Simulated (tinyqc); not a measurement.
Electron continuity equation in a given potential, Scharfetter-Gummel discretisation: two steps of the calculation.

Steady state in one dimension: J = q mu n E + q D dn/dx with E = -dpsi/dx and D = mu Vt, dJ/dx = q (n/tau - G), fixed densities nL and nR at the ends. The potential is given, psi = 0 for x < L/2 and U (2 x/L - 1) beyond, and is not changed by the electrons.

Values chosen for this exercise; mobility close to that of silicon at room temperature:
```
symbol   value        unit               meaning
T          400           K           temperature
mu        1340  cm^2/(V s)     electron mobility
L          2.9          um  length of the region
nL      6.4e15       cm^-3      density at x = 0
nR           0       cm^-3      density at x = L
```

Constants: q = 1.602176634e-19 C, kB = 1.380649e-23 J/K, Vt = kB T/q. Results are converted to the units shown.

Problem 1. Bernoulli factors. d_i = (psi_(i+1) - psi_i)/Vt; B(d) = d/(exp(d) - 1), B(0) = 1. The flux on interval i is J_i = (q D/h) [n_(i+1) B(d_i) - n_i B(-d_i)].

psi, node 0 to 8 (V): 0.00000000  0.00000000  0.00000000  0.00000000  0.00000000  0.11000000  0.22000000  0.33000000  0.44000000

Give: d_i; B(d_i); B(-d_i).

Solution 1.

```
interval     d_i   B(d_i)  B(-d_i)
0         0.0000   1.0000   1.0000
1         0.0000   1.0000   1.0000
2         0.0000   1.0000   1.0000
3         0.0000   1.0000   1.0000
4         3.1912  0.13685   3.3281
5         3.1912  0.13685   3.3281
6         3.1912  0.13685   3.3281
7         3.1912  0.13685   3.3281
```

The largest |d_i| is 3.19, above 2, where central differences lose the sign pattern that keeps densities positive.

Problem 2. Densities and current. B(d) = d/(exp(d) - 1) with d_i = (psi_(i+1) - psi_i)/Vt; b and f are the diagonal and right side of the balance equations. Solve B(-d_(i-1)) n_(i-1) + b_i n_i + B(d_i) n_(i+1) = f_i (end values already in f), then J_i = (q D/h) [n_(i+1) B(d_i) - n_i B(-d_i)], h = L/8, D = mu Vt.

```
interval      B(d_i)    B(-d_i)
0                  1          1
1                  1          1
2                  1          1
3                  1          1
4         0.13685381  3.3280963
5         0.13685381  3.3280963
6         0.13685381  3.3280963
7         0.13685381  3.3280963
```

```
node  diagonal b  right side f (cm^-3)
1     -2.0258634               -6.4e15
2     -2.0258634                     0
3     -2.0258634                     0
4     -4.3539597                     0
5     -3.4908135                     0
6     -3.4908135                     0
7     -3.4908135                     0
```

Wanted: n; J.

Solution 2.

n, node 0 to 8 (cm^-3): 6.400e15  4.761e15  3.246e15  1.815e15  4.302e14  4.267e14  4.226e14  4.029e14  0
J, interval 0 to 7 (A/cm^2): -334.5  -309.4  -292.2  -282.6  -280.4  -278.1  -275.9  -273.8

tinyqc, about 0.01 s, one thread, Intel Xeon 2.30GHz (shared host): `OMP_NUM_THREADS=1 python tinyqc.py 2220138 2220139 out.jsonl`
